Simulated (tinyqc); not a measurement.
Molecular dynamics of a small cluster by velocity Verlet steps: one step, computed by the program tinyqc. Command: `OMP_NUM_THREADS=1 python tinyqc.py 3016769 3016770 out.jsonl verlet walk`. One thread of a shared host (Intel(R) Xeon(R) Processor @ 2.30GHz), about 0.3 s of CPU time with the checks.

E = sum_i {sum_j A exp(-p (r_ij/r0 - 1)) - xi sqrt(rho_i)}, rho_i = sum_j exp(-2 q (r_ij/r0 - 1)); the force on i is -sum_j w_ij (R_i - R_j)/r_ij with w_ij = -(2p/r0) A exp(-p (r_ij/r0 - 1)) + (xi q/r0) exp(-2 q (r_ij/r0 - 1)) (rho_i^(-1/2) + rho_j^(-1/2)).

Task: State at the start. Velocity Verlet: a = c F/M with c = 9.648533212e-3 angstrom/fs^2 per eV/(angstrom u); R(new) = R + v dt + a dt^2/2; v(new) = v + (a + a(new)) dt/2. Kinetic energy K = M v^2/(2c); temperature T = 2K/((3N - 3) k_B), rotation of the cluster included.

Inputs (values chosen for the exercise, for model atoms): length r0 = 2.34 angstrom; repulsion A = 0.18 eV; hopping xi = 2.01 eV; decay p = 9.92; decay q = 3.08; atomic mass M = 119 u; time step dt = 1.4 fs.

Potential: Gupta. Thermostat: none.

starting positions (angstrom), rows atom 1, atom 2, atom 3, atom 4, atom 5, atom 6, columns x, y, z:
```
[[0, 0.02, 0],
 [2.16, -0.04, 0],
 [2.18, 2.15, 0.02],
 [-0.01, 2.14, 0],
 [1.08, 1.09, 1.54],
 [1.1, 1.03, -1.53]]
```

starting velocities (angstrom/fs), rows atom 1, atom 2, atom 3, atom 4, atom 5, atom 6, columns x, y, z:
```
[[-0.00129, 0.00159, -0.00075],
 [0.00045, -0.0027, 0.00153],
 [-7e-05, 0.00093, -0.00112],
 [0.00165, -0.00013, -0.00096],
 [-0.0011, -0.00059, 0.00033],
 [0.00036, 0.00091, 0.00098]]
```

Constants: 1 eV/(angstrom u) = 9.648533212e-03 angstrom/fs^2; k_B = 8.617333262e-05 eV/K.

Give: forces; potential energy; kinetic energy; temperature.

Result:

forces (eV/angstrom), rows atom 1, atom 2, atom 3, atom 4, atom 5, atom 6, columns x, y, z:
```
[[0.19151, -0.07221, 0.10497],
 [-0.32936, 0.54866, 0.15833],
 [-0.58328, -0.59820, -0.13529],
 [0.53773, -0.08318, -0.10069],
 [0.10459, -0.08000, -0.53955],
 [0.07882, 0.28493, 0.51223]]
```

potential energy = -21.577 eV

kinetic energy = 0.14775 eV

temperature = 228.60 K
